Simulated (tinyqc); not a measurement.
From folded lines to real minibands: band folding and unfolding in a supercell of a chain.

A chain with hopping -t and n = 3 sites a supercell. H(K) has v_j on the diagonal, -t between neighbours and -t exp(2 pi i K) on the bond that closes the cell (from the last site to the first of the next cell). The point K holds the n wave vectors k_m = (K + m)/n of the primitive zone, in 2 pi/a, m = 0 to n - 1, with E0 = -2t cos(2 pi k_m). The unfolding weight of a state c on k_m is |sum_j c_j exp(-2 pi i k_m j)|^2/n, j = 0 to n - 1.

Parameters, chosen for this exercise:

| symbol | value | unit | meaning |
|---|---|---|---|
| t | 0.99 | eV | hopping |
| v | (0.97, 0, 0) | eV | site energies in the supercell |
| Kq | 0.19 | 2 pi/(n a) | wave vector in the small zone |

The potential is scaled by x. For the lowest level at K: energy, second-order estimate E0(k_0) + x V_0 - x^2 sum_m |V_m|^2/(E0(k_m) - E0(k_0)), weight on k_0, and width of the lowest miniband between K = 0 and 1/2.

Lowest level:

| x | E (eV) | second order (eV) | weight on k_0 | miniband width (eV) |
|---|---|---|---|---|
| 0.00 | -1.8253 | -1.8253 | 1.000 | 0.9900 |
| 0.25 | -1.7494 | -1.7495 | 0.998 | 0.9134 |
| 0.50 | -1.6826 | -1.6839 | 0.993 | 0.8449 |
| 1.00 | -1.5727 | -1.5831 | 0.975 | 0.7290 |
| 1.50 | -1.4879 | -1.5229 | 0.952 | 0.6362 |
| 3.00 | -1.3277 | -1.5856 | 0.886 | 0.4506 |
| 4.00 | -1.2653 | -1.8303 | 0.851 | 0.3738 |

Give the missing row, x = 2.00.

Computed row:
```
x      E (eV)  second order (eV)  weight on k_0  miniband width (eV)
2.00  -1.4218            -1.5032          0.929               0.5614
```

Second order is -10.4 meV off at x = 1 and -258 meV at x = 3. The weight on the parent k falls to 0.97 at x = 1 and 0.85 at x = 4, and the miniband narrows from 0.990 to 0.374 eV as the state gathers on the low sites. While the weight stays near one the primitive band is still the right picture and the folded copies carry little spectral weight.

Program tinyqc; command `OMP_NUM_THREADS=1 python tinyqc.py 1450669 1450670 out.jsonl`; about 0.01 s on one thread of a shared Intel(R) Xeon(R) Processor @ 2.30GHz.
